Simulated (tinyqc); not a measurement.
Strain, valley repopulation and piezoresistance in a many-valley conduction band: one step, computed by the program tinyqc. Command: `OMP_NUM_THREADS=1 python tinyqc.py 3031436 3031437 out.jsonl valleys walk`. One thread of a shared host (Intel(R) Xeon(R) Processor @ 2.30GHz), about 0.03 s of CPU time with the checks.

Valleys are ellipsoids with mass m_l along the axis a and m_t across it, parabolic, with one constant relaxation time; strain shifts the valleys and leaves the masses alone. Currents are taken along [110], along the load, and along [001], across the load.

Problem. Strain. Compliances S11 = (C11 + C12)/((C11 - C12)(C11 + 2 C12)), S12 = -C12/((C11 - C12)(C11 + 2 C12)), S44 = 1/C44; stress sigma_ij = X n_i n_j for the unit vector n of the load; e_xx = S11 sigma_xx + S12 (sigma_yy + sigma_zz), e_xy = S44 sigma_xy/2 (tensor strain).

Inputs (values chosen for the exercise, for a model crystal):

| quantity | value | unit |
|---|---|---|
| C11 | 169 | GPa |
| C12 | 61.4 | GPa |
| C44 | 75.6 | GPa |
| stress X (tension positive) | -120 | MPa |

Valley axes: <100> (6 valleys in 3 pairs). Load: uniaxial [110].

Give: strain tensor.

Solution.

strain tensor (%):
```
          x         y        z
x  -0.03230  -0.03968  0.00000
y  -0.03968  -0.03230  0.00000
z   0.00000   0.00000  0.02347
```
